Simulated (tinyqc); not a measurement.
# Surface Green function of a square-lattice strip three rows wide, Sancho-Rubio decimation: densities of states against energy

A semi-infinite lead of cells 0, 1, 2, ... with H0 inside a cell and H1 = <cell i|H|cell i + 1>. A cell is one column of three sites. z = E + i eta.

Start with e_s = e = H0, a = H1, b = H1^dagger. Each round: g = (z - e)^(-1); e_s <- e_s + a g b; e <- e + a g b + b g a; a <- a g a; b <- b g b (all with the old a, b). Round k joins cells 2^k apart. Stop when the largest entry of the matrices a and b is below 1e-12 eV; g_s = (z - e_s)^(-1), bulk (z - e)^(-1), density of states -Im Tr/pi. Here eta = 0.0002 eV. Open modes are the crossings of E with the bands of H0 + H1 exp(ik) + H1^dagger exp(-ik) for 0 < k < pi.

H0 (eV):
```
,1,2,3
1,-0.75,-1.16,0
2,-1.16,-0.45,-1.16
3,0,-1.16,-0.81
```

H1 (eV):
```
,1,2,3
1,-2.4,0,0
2,0,-2.4,0
3,0,0,-2.4
```

Densities of states against energy:
```
E (eV),open modes,rounds,surface (1/eV),bulk (1/eV)
-7.77,0,6,8.896e-6,2.265e-5
-6.48,1,19,0.06341,0.1387
-5.19,2,20,0.1575,0.2516
-3.9,2,20,0.2255,0.1580
-2.61,3,20,0.3412,0.2401
-1.32,3,20,0.3774,0.2105
-0.03,3,20,0.3777,0.2101
1.26,3,20,0.3426,0.2373
2.55,2,20,0.2214,0.1681
3.84,2,20,0.1436,0.3261
5.13,1,19,0.06915,0.1272
6.42,0,6,9.649e-6,2.794e-5
```

Read the table: what changes, and by how much?

The bands of the infinite lead run over -7.06 to 2.54, -5.58 to 4.02, -3.77 to 5.83 eV. The rounds lie between 6 and 20, 6.0 on average outside the bands and 19.8 inside. The surface density of states is largest at E = -0.03 eV among the rows (0.378 1/eV, bulk 0.210).

Program tinyqc, `OMP_NUM_THREADS=1 python tinyqc.py 2680107 2680108 out.jsonl`; Intel Xeon 2.30GHz, shared host, one thread, about 0.1 s.
